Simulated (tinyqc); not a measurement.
Solid solubility of a dopant against its melt (retrograde solidus), clustering and the electrically active fraction: one step, computed by the program tinyqc.

Problem. Liquidus and solidus at T. x_l and x_s are atom fractions of the dopant in melt and solid; the solid is dilute. Liquidus of the host: R T ln(1 - x_l) + L x_l^2 = -H_f (1 - T/T_m). Distribution: k = x_s/x_l = exp[L (1 - x_l)^2/(R T)] exp(S/k_B - H/(k_B T)), the first factor being the activity coefficient in the melt. Solubility = x_s N0; at T_m x_l = 0.

Inputs (values chosen for the exercise, of the order of those of antimony in silicon for the solubility):
```
quantity                                   value    unit
melting point of the host T_m               1687       K
heat of melting of the host H_f             50.2  kJ/mol
interaction L of the melt                    3.4  kJ/mol
enthalpy of transfer from melt to solid H  0.738      eV
entropy of transfer S                       1.19     k_B
site density N0                            5e+22  1/cm^3
temperature T                               1073       K
```

Constants: R = 8.314462618 J/(mol K); k_B = 8.617333262e-05 eV/K.

Give: x_l; distribution coefficient k; x_s; solubility; k at the melting point.

Solution.

x_l = 0.90563

distribution coefficient k = 0.0011271

x_s = 0.0010208

solubility = 5.1038e+19 1/cm^3

k at the melting point = 0.026144

k has changed by a factor 0.043 from its value at T_m, while x_l has grown from 0 to 0.906.
